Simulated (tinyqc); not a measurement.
Inside a calculation. Model: critical temperature from a phonon spectrum: McMillan, Allen-Dynes and the linearised Eliashberg equation. Computed by tinyqc, a small Python program that keeps every step. Command: `OMP_NUM_THREADS=1 python tinyqc.py 3006546 3006547 out.jsonl eliashberg walk`. One thread of a shared host (Intel(R) Xeon(R) Processor @ 2.30GHz), about 0.01 s of CPU time with the checks. Intermediate numbers are printed to about 5 digits and carried at full precision; extremes and crossings named in words are read from the listed rows.

alpha^2 F(omega) = sum_i (lambda_i omega_i/2) delta(omega - omega_i), so that lambda = 2 int alpha^2 F/omega d omega = sum_i lambda_i.

Inputs (values chosen for the exercise, for a model metal):
```
quantity                                value  unit
peak energy omega_1                      15.4   meV
coupling lambda_1                        2.18     -
Coulomb pseudopotential mu*              0.15     -
trial temperature                        34.4     K
Matsubara points N in the small matrix      5     -
```

Peaks in alpha^2 F: one.

Constants: k_B = 8.617333262e-05 eV/K.

## Moments of the spectrum

omega_log = exp(sum lambda_i ln omega_i / lambda); omega_rms = sqrt(sum lambda_i omega_i^2 / lambda).

lambda = 2.18

omega_log = 15.4 meV

omega_rms = 15.4 meV

## McMillan and Allen-Dynes

McMillan form: k_B T_c = (omega_log/1.2) exp[-1.04 (1 + lambda)/(lambda - mu* (1 + 0.62 lambda))]. Allen-Dynes multiplies it by f1 f2: f1 = [1 + (lambda/L1)^(3/2)]^(1/3), L1 = 2.46 (1 + 3.8 mu*); f2 = 1 + (omega_rms/omega_log - 1) lambda^2/(lambda^2 + L2^2), L2 = 1.82 (1 + 6.3 mu*) omega_rms/omega_log.

T_c, McMillan form = 24.374 K

f1 = 1.1251

f2 = 1

T_c, Allen-Dynes = 27.422 K

The two corrections raise T_c by 12.5 %. Caution: for lambda above about 1.5 the plain McMillan form saturates and falls short.

## The small kernel at the trial temperature

Linearised Eliashberg equation at omega_n = (2n + 1) pi k_B T, n = 0..N-1: lambda(j) = sum_i lambda_i omega_i^2/(omega_i^2 + (2 pi j k_B T)^2); K_mn = lambda(m - n) + lambda(m + n + 1) - 2 mu*(N) - delta_mn [2m + 1 + lambda(0) + 2 sum_(j=1..m) lambda(j)], with 1/mu*(N) = 1/mu* + ln(omega_rms/omega_N), omega_N = (2N + 1) pi k_B T. T_c is where the largest eigenvalue rho of K is zero.

lambda(j), j = 0, 1, ...: 2.1800  0.8852  0.3182  0.1539  0.0893  0.0580  0.0406  0.0300  0.0230  0.0182

mu*(N) = 0.20957

K, lower triangle (symmetric):
```
        1       2       3        4        5
1  -0.534
2   0.784  -5.036
3   0.053   0.555  -7.768
4  -0.176  -0.043   0.507  -10.104
5  -0.272  -0.225  -0.071    0.489  -12.294
```

## Largest eigenvalue of the small kernel

K is the kernel of the linearised Eliashberg equation on the Matsubara points omega_n = (2n + 1) pi k_B T; T_c is where its largest eigenvalue rho is zero. Diagonalise K; at rho = 0 the eigenvector c is the gap function Delta_n/omega_n up to a factor; away from it Delta_n/Delta_0 = (2n + 1) c_n/c_0 is only an estimate.

largest eigenvalue rho = -0.38698

Delta_n/Delta_0: 1.0000  0.5174  0.0955  -0.1346  -0.2428

rho < 0: in this small matrix the trial temperature lies above T_c.

## Critical temperature from the full kernel

N is the smallest integer at or above 8 omega_max/(2 pi k_B T_AD), omega_max the highest peak and T_AD the Allen-Dynes value.

N used = 9

T_c, Eliashberg = 27.248 K

k_B T_c/omega_log = 0.15247

Allen-Dynes/Eliashberg = 1.0064

McMillan/Eliashberg = 0.89451

## Scaling the whole coupling

All lambda_i are multiplied by s. The last column is the large-lambda limit for mu* = 0, k_B T_c = 0.1827 omega_rms sqrt(lambda).

T_c (K):
```
s    lambda  McMillan  Allen-Dynes  Eliashberg  large-lambda limit
0.6   1.308    14.692       15.600      15.216              37.341
0.8   1.744    20.294       22.168      21.842              43.118
1.0   2.180    24.374       27.422      27.248              48.208
1.3   2.834    28.676       33.738      33.966              54.965
1.7   3.706    32.440       40.459      41.288              62.855
2.3   5.014    35.917       48.611      50.354              73.110
3.2   6.976    38.885       58.628      61.587              86.236
```

McMillan/Eliashberg runs from 0.97 at lambda = 1.31 to 0.63 at 6.98: the exponential form levels off at large lambda, while the true T_c keeps rising (exponent 0.61 between the last rows, tending to 1/2). Allen-Dynes stays within about 5 % over the table. The last row reaches 71 % of the mu* = 0 limit; with mu* above zero T_c stays below that line at any lambda.

## Isotope exponent

T_c ~ M^(-a). All omega_i scale as M^(-1/2) at fixed lambda, but mu* = mu/(1 + mu ln(E_F/omega)) changes: d mu*/d ln omega = mu*^2. In the McMillan form a = (1/2) [1 - 1.04 (1 + lambda)(1 + 0.62 lambda) mu*^2/(lambda - mu* (1 + 0.62 lambda))^2].

isotope exponent a = 0.47380

The exponent is close to the BCS value 1/2.

Checks made by the program: one-point kernel at mu* = 0: rho = lambda(1) - 1 (relative difference below 1e-10); T_c against the Allen-Dynes fit (relative difference 6e-03).
